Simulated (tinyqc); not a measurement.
Inside a calculation. Method: Jacobi rotations on a symmetric matrix. One step of it, computed by the program tinyqc.

Question. Jacobi rotation 2. Take the largest off-diagonal element A_pq; tan 2 theta = 2 A_pq / (A_qq - A_pp) with |theta| <= pi/4; A' = J^T A J with J_pp = J_qq = cos, J_pq = sin, J_qp = -sin.

A', lower triangle:
```
           1          2          3         4         5
1  -0.878898
2   0.166242   0.397000
3   0.684093  -0.292000   0.669000
4  -0.485728   0.459000  -0.719000  1.001000
5   0.000000  -0.016843  -0.176165  0.495622  2.178898
```

Give: p, q, theta; A'.

Answer.

p, q, theta (rad): 3.0000  4.0000  -0.6719

A', lower triangle:
```
         1        2       3       4       5
1  -0.8789
2   0.1662   0.3970
3   0.2330   0.0572  0.0971
4  -0.8060   0.5410  0.0000  1.5729
5   0.0000  -0.0168  0.1707  0.4975  2.1789
```
